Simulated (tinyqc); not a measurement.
Mass and gap go together: armchair graphene nanoribbon in tight binding.

An armchair ribbon of N dimer lines, width (N - 1) sqrt3 acc/2, period 3 acc, one pz orbital a site. In line n, A_n binds to B_n with -t exp(ik/3), times (1 + d) in the two edge lines, and to B_(n-1) and B_(n+1) with -t exp(-ik/6); k runs from -pi to pi. For d = 0 the modes across the ribbon are sin(n p pi/(N + 1)), p = 1 to N, with E = -/+ t sqrt(1 + 4 c^2 + 4 c cos(k/2)), c = cos(p pi/(N + 1)).

Constants: hbar^2/2m0 = 3.80998211 eV angstrom^2.

Parameters, chosen for this exercise (near those used for graphene; shifted at random, so the results belong to these values and not to a real crystal):

| symbol | value | unit | meaning |
|---|---|---|---|
| t | 2.69 | eV | hopping |
| acc | 1.42 | angstrom | bond length |
| d1 | 0.12 |  | edge correction |
| N0 | 18 |  | first width |

Nine widths from N0 on. Lowest conduction band for d = d1: m/m0 = c q^2/(E(q) - E(0)) with q = h/(3 acc), h = 0.001, c = hbar^2/2m0. Dirac rule: m = Eg/(2 v^2), that is m/m0 = c Eg/(hbar v)^2 with hbar v = 3 t acc/2.

Masses:

| N | gap (eV) | mass (m0) | Dirac rule (m0) |
|---|---|---|---|
| 18 | 0.4151 | 0.0434 | 0.0482 |
| 19 | 0.5928 | 0.0745 | 0.0688 |
| 20 | 0.0875 | 0.0100 | 0.0102 |
| 21 | 0.3588 | 0.0380 | 0.0416 |
| 22 | 0.5139 | 0.0639 | 0.0596 |
| 23 | 0.0765 | 0.0088 | 0.0089 |
| 24 | 0.3160 | 0.0338 | 0.0367 |
| 25 | 0.4536 | 0.0559 | 0.0526 |
| 26 | 0.0679 | 0.0078 | 0.0079 |

What does the comparison show, and why?

The ratio of mass to the Dirac rule runs from 0.90 (N = 18) to 1.08 (N = 19). Its mean is 0.91 for N = 3p, 1.07 for 3p+1 and 0.99 for 3p+2: the lowest modes of 3p and 3p+1 lie on opposite sides of the Dirac point, where the velocity along the ribbon differs. The largest gap (N = 19) and the heaviest mass (N = 19) belong to one ribbon.

Computed by tinyqc, a small Python program: `OMP_NUM_THREADS=1 python tinyqc.py 1480940 1480941 out.jsonl` (the numbers bound the seed that draws the inputs); one thread of a shared host (Intel(R) Xeon(R) Processor @ 2.30GHz), about 0.04 s for the whole set of steps.
